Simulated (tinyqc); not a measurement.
Worked calculation: Hubbard ring of 3 sites. Computed by tinyqc, a small Python program that keeps every step. Settings: hopping = 1.48, U = 1.0, mixing = 1, iteration cap = 72. Command: `OMP_NUM_THREADS=1 python tinyqc.py 28908 28909 out.jsonl` (the two numbers bound the seeds that draw the settings). One thread of a shared host (Intel(R) Xeon(R) Processor @ 2.60GHz), about 0.2 s of CPU time with the checks. Later iterations appear only in the table of the cycle.

## Mean-field iteration 1

one-body matrix (hopping and site energies) (eV), lower triangle:
```
         1        2       3
1   0.0000
2  -1.4800   0.0000
3  -1.4800  -1.4800  0.0000
```

U = 1.0000 eV

electrons, up and down: 1  1

mixing = 1

n(up) at the start (a guess, not normalised): 1 0.6330, 2 0.0330, 3 0.6330

n(down) at the start (a guess): 1 0.0330, 2 0.6330, 3 0.0330

H(up) = T + U n(down), H(down) = T + U n(up); fill the lowest levels; n(new) = n + mixing (n(out) - n); E = tr T (rho up + rho down) + U sum n_up n_down of the output.

levels, up (eV): -2.7442  1.5130  1.9302

levels, down (eV): -2.5458  1.7318  2.1130

energy = -5.5562 eV

n(up) after iteration 1: 1 0.3612, 2 0.2775, 3 0.3612

n(down) after iteration 1: 1 0.3014, 2 0.3971, 3 0.3014

## Mean-field iteration 2

As before.

levels, up (eV): -2.6271  1.7814  1.8457

levels, down (eV): -2.6270  1.7858  1.8412

energy = -5.5860 eV

n(up) after iteration 2: 1 0.3381, 2 0.3239, 3 0.3381

n(down) after iteration 2: 1 0.3291, 2 0.3418, 3 0.3291

## Mean-field iteration 3

As before.

levels, up (eV): -2.6267  1.8091  1.8176

levels, down (eV): -2.6267  1.8086  1.8181

energy = -5.5867 eV

n(up) after iteration 3: 1 0.3340, 2 0.3321, 3 0.3340

n(down) after iteration 3: 1 0.3326, 2 0.3348, 3 0.3326

## Convergence

Each step fills the lowest levels of T + U n(other spin) and sets n(new) = n + mixing (n(out) - n); stop when output and input agree to 1e-8.

Course of the cycle:
```
iteration     E (eV)  largest |n(out) - n(in)|  mean |n_up - n_down|
1          -5.556195                  2.72e-01                0.0798
2          -5.585980                  5.53e-02                0.0120
3          -5.586651                  8.21e-03                0.0018
4          -5.586666                  1.23e-03              2.70e-04
5          -5.586667                  1.85e-04              4.05e-05
6          -5.586667                  2.78e-05              6.08e-06
7          -5.586667                  4.18e-06              9.13e-07
8          -5.586667                  6.27e-07              1.37e-07
9          -5.586667                  9.42e-08              2.06e-08
10         -5.586667                  1.41e-08              3.09e-09
11         -5.586667                  2.12e-09              4.64e-10
```

local moments n_up - n_down: 1 0.0000, 2 0.0000, 3 0.0000

Converged in 11 iterations. Before convergence this energy mixes input and output and is not variational, so it may rise towards its limit.

## The many-body Hamiltonian

Basis: all placements (u, d, 2, 0 on each site), up operators ordered before down ones; hops carry the sign of the same-spin electrons passed.

H (eV), lower triangle:
```
         200      ud0      u0d      du0      020      0ud      d0u      0du
200   1.0000
ud0  -1.4800   0.0000
u0d  -1.4800  -1.4800   0.0000
du0  -1.4800   0.0000   0.0000   0.0000
020   0.0000  -1.4800   0.0000  -1.4800   1.0000
0ud   0.0000   0.0000  -1.4800  -1.4800  -1.4800   0.0000
d0u  -1.4800   0.0000   0.0000  -1.4800   0.0000   0.0000   0.0000
0du   0.0000  -1.4800   0.0000   0.0000  -1.4800   0.0000  -1.4800   0.0000
002   0.0000   0.0000  -1.4800   0.0000   0.0000  -1.4800  -1.4800  -1.4800

        002
002  1.0000
```

## Exact diagonalisation (9 states)

Lowest levels of the sector, and the double occupancy of the lowest state.

lowest levels (eV): -5.6107  -1.4800  -1.4800  -0.8668  -0.8668  2.9600

double occupancy per site = 0.0954

The mean-field solution above lies 0.0241 eV above the exact energy.

## The lowest level by Lanczos steps

From a random start vector (not printed): a_j = <q_j|H|q_j>, b_j = norm of the remainder after orthogonalising; the Ritz value is the lowest eigenvalue of the tridiagonal matrix of a and b so far.

Lanczos:
```
j  a_j (eV)  b_j (eV)  lowest Ritz value (eV)
1    2.0177    2.2490                2.017702
2   -0.3722    1.7982               -1.724011
3   -4.4740    1.7114               -5.247647
4    1.9025    1.9590               -5.577777
5   -0.1284    0.4501               -5.610571
6    3.0543         0               -5.610723
```
